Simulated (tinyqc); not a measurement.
Concentration-dependent dopant diffusion with charged defects and the built-in field: one step, computed by the program tinyqc.

A constant source C_s feeds a half space. The dopant moves through neutral point defects and through charged ones, whose number grows with the majority carrier density n.

Problem. Diffusivity at the surface. n = C/2 + sqrt(C^2/4 + n_i^2); D(C) = h [Dx + D1 (n/n_i)], h = 1 + C/sqrt(C^2 + 4 n_i^2).

Inputs (values chosen for the exercise, modelled on antimony in silicon): surface concentration C_s = 2.6e+18 1/cm^3; temperature T = 1050 C.

Field enhancement: on.

n_i = 9.288284e+18 1/cm^3

partial diffusivities (cm^2/s): Dx 2.142289e-15, D1 3.985443e-15

intrinsic diffusivity D_i = 6.127731e-15 cm^2/s

Give: n/n_i; field factor h; surface diffusivity D_s; enhancement D_s/D_i.

Solution.

n/n_i = 1.150

field factor h = 1.139

surface diffusivity D_s = 7.656e-15 cm^2/s

enhancement D_s/D_i = 1.249

C_s is 0.280 times n_i: D_s stays within a factor 1.5 of D_i.
